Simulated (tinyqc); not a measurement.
Which input was changed? Model: MOS capacitor with interface traps: C-V stretch-out, conductance peak and subthreshold swing. Computed by tinyqc, a small Python program. Command: `OMP_NUM_THREADS=1 python tinyqc.py 3011325 3011326 out.jsonl mostraps which`. One thread of a shared host (Intel(R) Xeon(R) Processor @ 2.30GHz), about 0.06 s of CPU time with the checks.

Energies at the interface are counted from the valence band. psi > 0 means bending towards depletion, so the surface potential is -psi. Boltzmann statistics, full ionisation, no quantum confinement. Traps are neutral when filled up to E_n, with a sharp (zero-temperature) occupation.

Inputs (values chosen for the exercise, for a model semiconductor):
```
quantity,value,unit
gap E_g,1.48,eV
electron mass m_e,0.0695,m_0
valleys M_c,1,-
hole mass m_h,0.373,m_0
dielectric constant eps_s,15.7,-
doping N,3.5e+16,cm^-3
insulator constant eps_ox,20.8,-
insulator thickness t_ox,2.4,nm
work-function difference phi_ms,-0.5,V
fixed charge N_f,6.8e+11,cm^-2
trap density D_0,1e+12,cm^-2 eV^-1
neutrality level E_n,0.693,eV
capture cross-section sigma,8e-17,cm^2
band bending towards depletion psi,0.87,V
temperature T,350,K
peak density D_1,1.2e+13,cm^-2 eV^-1
peak width w,0.065,eV
peak position E_p,0.745,eV
```

Substrate: n-type. Trap spectrum: flat plus a Gaussian peak.

Constants: m_0 = 9.1093837015e-31 kg; k_B = 1.380649e-23 J/K; h = 6.62607015e-34 J s; k_B = 8.617333262e-05 eV/K; eps_0 = 8.8541878128e-12 F/m; e = 1.602176634e-19 C.

Method:
- N_c = 2 M_c (2 pi m_e k_B T/h^2)^(3/2) and N_v = 2 (2 pi m_h k_B T/h^2)^(3/2), masses in units of m_0.
- n_i = sqrt(N_c N_v) exp(-E_g/2 k_B T); E_F = E_g - k_B T ln(N_c/N); phi_B = (k_B T/e) ln(N/n_i); L_D = sqrt(eps_s eps_0 k_B T/(e^2 N)); C_ox = eps_ox eps_0/t_ox.
- With u = psi/k_B T and r = (n_i/N)^2: F = sqrt(exp(-u) + u - 1 + r (exp(u) - u - 1)); Q_s = +sign(u) sqrt(2) eps_s eps_0 (k_B T/e) F/L_D; C_s = (eps_s eps_0/(sqrt(2) L_D)) |1 - exp(-u) + r (exp(u) - 1)|/F; at high frequency, below strong inversion, the terms in r are dropped.
- D(E) = D_0 + D_1 exp(-(E - E_p)^2/2 w^2).
- E_F at the interface is E_s = E_F - psi; Q_it = -e int from E_n to E_s of D(E) dE; C_it = e D(E_s) (per volt); V_G = phi_ms - psi - (Q_s + Q_it + e N_f)/C_ox.
- C_LF = [1/C_ox + 1/(C_s + C_it)]^-1; C_HF = [1/C_ox + 1/C_s(HF)]^-1; high-low estimate D = [(1/C_LF - 1/C_ox)^-1 - (1/C_HF - 1/C_ox)^-1]/e; stretch-out |dV_G/d psi| = 1 + (C_s + C_it)/C_ox; swing factor at this bending (the subthreshold swing when psi lies between phi_B and 2 phi_B) S = ln(10) (k_B T/e)(1 + (C_s(HF) + C_it)/C_ox).
- v = sqrt(3 k_B T/m) with the majority mass; surface density n_s = N exp(-psi/k_B T); tau = 1/(sigma v n_s); for a continuum of levels G_p/omega = C_it ln(1 + omega^2 tau^2)/(2 omega tau), which peaks at omega tau = 1.98, the frequency 1.98/(2 pi tau); potential fluctuations are left out.

Problem. One of these inputs alone was changed, within the range given: trap density D_0 (5e+11 to 2e+12); insulator thickness t_ox (1.2 to 4.8); insulator constant eps_ox (10.4 to 41.6); doping N (1.75e+16 to 7e+16). Which one, and to what value?

Results:
```
run,C_LF (microF/cm^2),peak of G_p/omega (microF/cm^2),swing factor S (mV/decade)
before,0.2277476,0.06703073,71.57169
after,0.2318361,0.06744108,71.61101
```

Solution.

Each candidate set to reproduce C_LF, and what it then gives:
```
candidate,range searched,value needed,peak of G_p/omega (microF/cm^2),swing factor S (mV/decade)
trap density D_0 (cm^-2 eV^-1),5e+11 to 2e+12,1.027e12,0.068779,71.611
insulator thickness t_ox (nm),1.2 to 4.8,out of reach,-,-
insulator constant eps_ox,10.4 to 41.6,out of reach,-,-
doping N (cm^-3),1.75e+16 to 7e+16,3.850e16,0.067441,71.611
```

Only doping N fits every result: it went from 3.5e+16 to 3.85e16 cm^-3. The next best candidate, trap density D_0, misses one result by 2.0 %.

Caution: the bulk E_F lies within 3 k_B T of the majority band, where the dopants may be only partly ionised. Caution: near and beyond midgap the traps also exchange with the minority band, so this majority-carrier time constant and peak do not apply.
